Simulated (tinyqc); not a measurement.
# Undoped symmetric double-gate MOSFET, analytic potential model: effect of the gate work function less that of the intrinsic body

An undoped body of thickness ts between two equal insulators and tied gates; long channel, electrons only, n = ni exp((psi - V)/Vt) with V the quasi-Fermi potential (0 at the source, Vd at the drain), constant mobility, no quantisation. Across the body psi(x) = V - 2 Vt ln[(ts/(2 beta)) sqrt(q ni/(2 eps0 eps_r Vt)) cos(2 beta x/ts)], x from the centre. Q is the electron charge per area of the whole body.

ni = sqrt(Nc Nv) exp(-Eg/(2 Vt)), Eg in volts; r = eps_r tox/(eox ts); V0 = dphi + 2 Vt ln[(2/ts) sqrt(2 eps0 eps_r Vt/(q ni))]. beta (between 0 and pi/2) solves (Vg - V0 - V)/(2 Vt) = ln(beta) - ln(cos beta) + 2 r beta tan(beta). Q = 8 eps0 eps_r Vt beta tan(beta)/ts; I = mu (1/L)(4 eps0 eps_r/ts)(2 Vt)^2 [g(beta_s) - g(beta_d)] per width, g = beta tan(beta) - beta^2/2 + r beta^2 tan^2(beta), with beta_s at V = 0 and beta_d at V = Vd.  I(low) is taken at Vg = 0.13 V, Qs and I(high) at Vg = 0.88 V.

Parameters, values chosen for the exercise; material values close to those of silicon: temperature T = 293 K; band gap Eg = 1.1 eV; relative permittivity of the semiconductor eps_r = 11.5; conduction-band density of states at T Nc = 2.71e19 cm^-3; valence-band density of states at T Nv = 2.51e19 cm^-3; relative permittivity of the gate insulator eox = 8.82; insulator thickness tox = 6.2 nm; body thickness ts = 15 nm; channel mobility mu = 120 cm^2/(V s); gate length L = 1 um; drain voltage Vd = 0.5 V.

Constants: q = 1.602176634e-19 C, kB = 1.380649e-23 J/K, Vt = kB T/q, eps0 = 8.8541878128e-14 F/cm where lengths are in cm. Results are converted to the units shown.

Effect of the gate work function less that of the intrinsic body:
```
dphi (V)   V0 (V)  I(low) (nA/um)  Qs(high) (nC/cm^2)  I(high) (uA/um)
-0.22     0.23349          6.7390              1337.6           47.023
-0.17     0.28349         0.94841              1222.8           40.684
-0.12     0.33349         0.13127              1109.0           34.544
-0.07     0.38349        0.018126              996.24           28.674
-0.02     0.43349       0.0025021              884.86           23.195
0.03      0.48349       3.4536e-4              775.06           18.253
0.08      0.53349       4.7670e-5              667.19           13.933
```

As dphi goes from -0.22 to 0.08 V, I(low) falls from 6.74 to 4.77e-5 nA/um and I(high) falls from 47.0 to 13.9 uA/um. V0 rises from 0.233 to 0.533 V. In every row the surface density at the source at the higher gate voltage passes 0.3 Nc, where Boltzmann statistics fail.

Numbers from tinyqc (`OMP_NUM_THREADS=1 python tinyqc.py 2440069 2440070 out.jsonl`; about 0.02 s on one thread of a shared Intel Xeon 2.30GHz).
